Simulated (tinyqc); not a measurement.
Inside a calculation. Method: one-electron ion in a basis of Gaussians. One step of it, computed by the program tinyqc.

Task: Matrices over normalised Gaussians. With p = a_i + a_j and I(k) = Gamma((k+1)/2) / (2 p^((k+1)/2)): S = I(2l+2), T = (2l+3) a_i a_j S / p, V = -Z I(2l+1), each divided by sqrt(S_ii S_jj).

exponents of r^l exp(-a r^2) (1/bohr^2): [0.001116, 0.001718]

Z = 1

l = 2

Give: S; T; V.

Result:

S:
$$\begin{pmatrix}
1.000 & 0.922 \\
0.922 & 1.000
\end{pmatrix}$$

T (hartree):
$$\begin{pmatrix}
0.004 & 0.004 \\
0.004 & 0.006
\end{pmatrix}$$

V (hartree):
$$\begin{pmatrix}
-0.028 & -0.030 \\
-0.030 & -0.035
\end{pmatrix}$$
